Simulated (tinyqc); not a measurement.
Inputs raised by 10 %, one at a time: scattering of inversion-layer electrons by surface optical phonons of the gate insulator (remote phonon scattering). Computed by tinyqc, a small Python program. Command: `OMP_NUM_THREADS=1 python tinyqc.py 3111322 3111323 out.jsonl sophonon sens`. One thread of a shared host (Intel(R) Xeon(R) Processor @ 2.30GHz), about 0.04 s of CPU time with the checks.

One subband with the Fang-Howard envelope; insulator and channel are half-spaces, the gate is far away, and an interlayer only moves the polar surface away by t (its own modes and its permittivity contrast are left out).

Inputs (values chosen for the exercise, modelled on AlN on germanium): static constant of the insulator eps_0s = 9.09; intermediate constant eps_i = 7.42; optical constant eps_inf = 4.74; hbar omega_TO1 = 82.3 meV; hbar omega_TO2 = 88.4 meV; constant of the channel eps_s = 16.2; in-plane mass m = 0.122 m_0; valleys g_v = 4; sheet density n = 3.5e+12 1/cm^2; mean distance of the electrons z0 = 3/b = 2 nm; interlayer thickness t = 0.56 nm; temperature T = 250 K; electron energy E = 67 meV; mobility from other processes = 380 cm^2/(V s).

Screening by the channel electrons: static.

Constants: k_B = 8.617333262e-05 eV/K; hbar^2/(2 m_0) = 3.80998212 eV angstrom^2; e^2/(4 pi eps_0) = 14.39964548 eV angstrom; hbar = 6.582119569e-16 eV s; e = 1.602176634e-19 C; m_0 = 9.1093837015e-31 kg.

Method:
- eps(w) = eps_inf + (eps_0s - eps_i) w1^2/(w1^2 - w^2) + (eps_i - eps_inf) w2^2/(w2^2 - w^2). Surface modes solve eps(w) + eps_s = 0, a quadratic in w^2; the strength of a mode is g = 2/(w d eps/dw).
- Occupation N = 1/(exp(hbar w/(k_B T)) - 1).
- Density of states D = g_v m/(pi hbar^2); eta = E_F/(k_B T) = ln(exp(n/(D k_B T)) - 1); screening wave number q_s = e^2 D/(2 eps_0 eps_avg) x 1/(1 + exp(-eta)), eps_avg = (eps_s + eps_inf)/2; b = 3/z0.
- For a mode of strength g, without the occupation factor, Area x |M(q)|^2 = e^2 hbar w g/(2 eps_0 q) x (b/(b + q))^6 exp(-2 q t) / (1 + (q_s/q) H(q))^2, H = (1 + 9 x/8 + 3 x^2/8)/(1 + x)^3, x = q/b.
- Approximate momentum relaxation rate, taking tau v alike in the initial and final states: 1/tau = (m/(2 pi hbar^3)) sum over modes and over absorption (N, E' = E + hbar w) and emission (N + 1, E' = E - hbar w > 0) of [(1 - f(E'))/(1 - f(E))] int_0^(2 pi) Area |M(q)|^2 (1 - cos theta) d theta, q^2 = k^2 + k'^2 - 2 k k' cos theta, f the Fermi function; 48 midpoints in theta from 0 to pi.
- mu = (e/m) int tau E f (1 - f) dE/(k_B T int f dE), by 300 midpoints from 0 to (max(eta, 0) + 14) k_B T; Matthiessen sum with the other processes.

Runs; columns: (1) input moved; (2) from; (3) to; (4) remote-phonon mobility (cm^2/(V s)); (5) total mobility (cm^2/(V s)); (6) tau at E (fs); (7) loss of mobility (%):
```
(1)                                               (2)       (3)         (4)     (5)         (6)       (7)
base run                                            -         -  3.6467e+06  379.96  4.5082e+05  0.010419
intermediate constant eps_i                      7.42     8.162  3.8274e+06  379.96  4.7472e+05  0.009927
optical constant eps_inf                         4.74     5.214  3.8653e+06  379.96  4.7998e+05  0.009830
hbar omega_TO2 (meV)                             88.4     97.24  4.5289e+06  379.97  5.5526e+05  0.008390
in-plane mass m (m_0)                           0.122    0.1342  3.5676e+06  379.96  4.8564e+05  0.010650
sheet density n (1/cm^2)                      3.5e+12  3.85e+12  3.7747e+06  379.96  4.6847e+05  0.010066
mean distance of the electrons z0 = 3/b (nm)        2       2.2  4.2778e+06  379.97  5.3261e+05  0.008882
```

Exponents ln(y'/y) / ln(x'/x):
```
input                                    remote-phonon mobility  total mobility  tau at E  loss of mobility
intermediate constant eps_i                               0.507               0     0.542            -0.507
optical constant eps_inf                                  0.611               0     0.658            -0.611
hbar omega_TO2                                            2.273               0     2.186            -2.273
in-plane mass m                                          -0.230               0     0.781             0.230
sheet density n                                           0.362               0     0.403            -0.362
mean distance of the electrons z0 = 3/b                   1.675               0     1.749            -1.674
```

Among the inputs moved here: remote-phonon mobility answers most in size to hbar omega_TO2 (exponent +2.273), next to mean distance of the electrons z0 = 3/b (+1.675). Total mobility hardly depends on these (all exponents below 0.005). tau at E answers most in size to hbar omega_TO2 (exponent +2.186), next to mean distance of the electrons z0 = 3/b (+1.749). Loss of mobility answers most in size to hbar omega_TO2 (exponent -2.273), next to mean distance of the electrons z0 = 3/b (-1.674).

Caution (all rows): a relaxation time is only an approximation for inelastic scattering, and static or no screening brackets the true dynamic screening only roughly.
